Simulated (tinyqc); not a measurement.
Electron mobility of a polar semiconductor by Rode's iterative solution of the Boltzmann equation: one step, computed by the program tinyqc. Command: `OMP_NUM_THREADS=1 python tinyqc.py 3016746 3016747 out.jsonl rode walk`. One thread of a shared host (Intel(R) Xeon(R) Processor @ 2.30GHz), about 0.01 s of CPU time with the checks.

The distribution is f(E) + e F l(E) (-df/dE) cos(theta) for a weak field F, theta counted from the force; l(E) is a mean free path. Elastic processes enter by their momentum rate, polar optical phonons by out- and in-scattering terms. One valley only: where upper valleys lie close, measured mobilities are lower. The density n is prescribed, even where a narrow-gap material would have more intrinsic carriers.

Question. Rates on one ladder of the grid. Kane band: hbar^2 k^2/(2 m) = E (1 + alpha E), speed v = hbar k/(m (1 + 2 alpha E)), states per spin, volume and energy g(E) = m k (1 + 2 alpha E)/(2 pi^2 hbar^2); overlap factors are set to 1. Masses are multiplied by m_0 and all formulas are in SI units. Phonon occupation N_q = 1/(exp(hbar w/(k_B T)) - 1). Acoustic deformation potential (elastic, equipartition, absorption and emission together): 1/tau = 2 pi k_B T D_A^2 g(E)/(hbar rho v_l^2). Piezoelectric (elastic, unscreened, momentum relaxation): 1/tau = e^2 K^2 k_B T m (1 + 2 alpha E)/(2 pi eps_s eps_0 hbar^3 k), with alpha = 0 for a parabolic band. Singly charged impurities, momentum relaxation: 1/tau = N_I e^4 m (1 + 2 alpha E) Phi/(8 pi (eps_s eps_0)^2 hbar^3 k^3), with alpha = 0 for a parabolic band. Brooks-Herring: Phi = ln(1 + b) - b/(1 + b), b = 4 k^2 L_s^2. Polar optical, unscreened: W = e^2 w (1/eps_inf - 1/eps_s) m (1 + 2 alpha E') ln|(k + k')/(k - k')| / (4 pi eps_0 hbar^2 k), times N_q for absorption (E' = E + hbar w) and N_q + 1 for emission (E' = E - hbar w > 0), with alpha = 0 for a parabolic band; mean cosine of the angle <cos> = (k^2 + k'^2)/(2 k k') - 1/ln|(k + k')/(k - k')|. Energy grid E_j = (j + 1/2) hbar w/s, j = 0, 1, ..., up to (max(eta, 0) + 18) k_B T, so that E_j +/- hbar w are grid points; l = 0 beyond the grid; integrals are sums times the spacing. With f' = f(E'): out-scattering S_o = sum over absorption and emission of W (1 - f')/(1 - f); nu = sum of elastic rates; the in-scattering weights are c+ = W_abs <cos> (1 - f')/(1 - f) for E' = E + hbar w and c- likewise for emission.

Inputs (values chosen for the exercise, modelled on InSb):

| quantity | value | unit |
|---|---|---|
| effective mass m | 0.0138 | m_0 |
| non-parabolicity alpha | 5.8 | 1/eV |
| static permittivity eps_s | 16.8 | - |
| high-frequency permittivity eps_inf | 15.7 | - |
| density rho | 5780 | kg/m^3 |
| sound velocity v_l | 3710 | m/s |
| acoustic deformation potential D_A | 8.9 | eV |
| optical phonon energy hbar w | 23.8 | meV |
| piezoelectric coupling K | 0.028 | - |
| temperature T | 300 | K |
| grid points per phonon energy s | 8 | - |

Band: Kane. Elastic processes: acoustic, piezoelectric, impurity.

reduced Fermi level eta = 0.7118488

ionised impurity density N_I = 4.141081e+17 1/cm^3

screening length L_s = 18.43959 nm

Constants: k_B = 8.617333262e-05 eV/K; k_B = 1.380649e-23 J/K; e = 1.602176634e-19 C; hbar = 1.054571817e-34 J s; m_0 = 9.1093837015e-31 kg; eps_0 = 8.8541878128e-12 F/m; hbar = 6.582119569e-16 eV s.

Give: Points j = s/2, s/2 + s, ... (the first seven rungs, or as many as the grid holds), rates in 1e12/s.

Answer.

Points j = s/2, s/2 + s, ... (the first seven rungs, or as many as the grid holds), rates in 1e12/s:

| E (meV) | v (m/s) | nu | S_o | c+ | c- |
|---|---|---|---|---|---|
| 13.3875 | 5.249e+05 | 19.61 | 0.985 | 0.3804 | 0.0000 |
| 37.1875 | 7.500e+05 | 7.95 | 1.327 | 0.4267 | 0.1955 |
| 60.9875 | 8.496e+05 | 4.90 | 1.568 | 0.4277 | 0.4295 |
| 84.7875 | 9.052e+05 | 3.53 | 1.767 | 0.4348 | 0.6087 |
| 108.5875 | 9.400e+05 | 2.77 | 1.922 | 0.4482 | 0.7422 |
| 132.3875 | 9.632e+05 | 2.31 | 2.039 | 0.4641 | 0.8413 |
| 156.1875 | 9.797e+05 | 2.01 | 2.131 | 0.4802 | 0.9183 |

Points one phonon energy apart are coupled only to each other, so the grid falls into s independent ladders. Caution: the gas is degenerate, and screening of the polar coupling, left out here, would raise the mobility.
